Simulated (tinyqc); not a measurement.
Self-heating of a transistor with one or more fingers, with temperature-dependent conductivity: one step, computed by the program tinyqc. Command: `OMP_NUM_THREADS=1 python tinyqc.py 3020558 3020559 out.jsonl selfheat walk`. One thread of a shared host (Intel(R) Xeon(R) Processor @ 2.30GHz), about 0.08 s of CPU time with the checks.

N long parallel fingers lie on the top face of a slab whose bottom is held at T_0; the top is otherwise insulated, and heat flows in two dimensions. P in W/mm is 1000 P in W/m.

Problem. Extra rise from ballistic phonons. Near a source smaller than the free path, Fourier's law overstates the flow. Rough estimate: a strip that emits phonons into a half space adds a resistance times area of 4 Lambda/(3 kappa_0), from the ballistic flux C v Delta T/4 with kappa_0 = C v Lambda/3, so Delta T_b = 4 Lambda P/(3 kappa_0 w); Knudsen number Lambda/w.

Inputs (values chosen for the exercise, modelled on silicon carbide): conductivity at the base temperature kappa_0 = 343 W/(m K); power per gate width P = 2.3 W/mm; width of the heat source w = 0.17 micrometre; phonon free path Lambda = 120 nm.

Power: power rises with temperature.

largest theta = 34.83127 K

Give: Knudsen number; ballistic rise Delta T_b; Delta T_b / largest theta.

Solution.

Knudsen number = 0.7059

ballistic rise Delta T_b = 6.311 K

Delta T_b / largest theta = 0.1812

By this estimate the ballistic term is at most a fifth of the Fourier rise. Caution: the source is narrower than two phonon free paths, so the Fourier result understates the rise at the source.
